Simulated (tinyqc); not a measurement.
Worked calculation: plane-wave Kohn-Sham cycle with exchange-only LDA in a layered model solid. One step of it, computed by the program tinyqc.

Problem. Iteration 1: Hamiltonian at one k. H(m,m') = (k + G_m)^2/2 delta + V(G_m - G_m'), with V(-G) = V(G).

A solid whose potential varies along x alone (atomic units):
```
parameter,value
period a,14.500000
cross-section of the cell,32.000000
electrons per cell,2
grid points,16
"plane waves -n..n, n",2
k points,3
V1 in V1 cos(2 pi x/a),-0.570000
```

V(G_m), m = 0, 1, 2, ... (hartree): -0.160261  -0.285000  0.000000  0.000000  0.000000

k = 0.000000 2 pi / a

Give: H.

Solution.

H (hartree):
```
,-2,-1,+0,+1,+2
-2,0.2153,-0.2850,0.0000,0.0000,0.0000
-1,-0.2850,-0.0664,-0.2850,0.0000,0.0000
+0,0.0000,-0.2850,-0.1603,-0.2850,0.0000
+1,0.0000,0.0000,-0.2850,-0.0664,-0.2850
+2,0.0000,0.0000,0.0000,-0.2850,0.2153
```
